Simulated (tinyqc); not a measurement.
## Voltage acceleration of oxide breakdown, four models on the same data: lifetime against voltage in four models

Field E = V/tox in MV/cm. Models: ln(t63/1 s) = a - c X with X = E (E model), -1/E (1/E model), ln V (power law, c the exponent n) or sqrt(E).

a and c were fitted to stress data from 7.17 to 9.33 V. Project to Vu, multiply by exp[(Ea q/kB)(1/Tu - 1/Ts)] and by ks; ten years are 3.15576e8 s.

Values chosen for this exercise: oxide thickness tox = 7.6 nm; stress temperature Ts = 423 K; use temperature Tu = 378 K; activation energy Ea = 0.66 eV; factor for area and percentile ks = 0.00055.

Constants: q = 1.602176634e-19 C, kB = 1.380649e-23 J/K. Results are converted to the units shown.

```
model	c	a
E	3.81352	49.4344
1/E	443.996	-33.3402
power	41.3260	95.0048
sqrt E	25.1345	90.7292
```

Results:
```
Vu (V)	log10 years, E	log10 years, 1/E	log10 years, power	log10 years, sqrt E
3.28	4.499	20.38	10.12	6.904
3.97	2.995	12.61	6.692	4.632
4.66	1.491	7.146	3.816	2.551
5.35	-0.01226	3.090	1.337	0.6188
6.05	-1.538	-0.07941	-0.8694	-1.218
7.43	-4.545	-4.578	-4.557	-4.550
8.12	-6.049	-6.254	-6.151	-6.099
```

Estimate the missing row, Vu = 6.74 V.

Computed row:
```
Vu (V)	log10 years, E	log10 years, 1/E	log10 years, power	log10 years, sqrt E
6.74	-3.041	-2.559	-2.808	-2.926
```

With this row back in the table: The four agree within 0.21 decades in the last row, inside the stress range, and part by 15.9 decades in the first. The local exponent -d ln t/d ln V is c E for the E model, which shrinks as V falls, constant for the power law, and c/E for the 1/E model, which grows as V falls.

Range of the model: All four laws are empirical fits; none is established far below the stress range.

Numbers from tinyqc (`OMP_NUM_THREADS=1 python tinyqc.py 2070005 2070006 out.jsonl`; about 0.01 s on one thread of a shared Intel Xeon 2.30GHz).
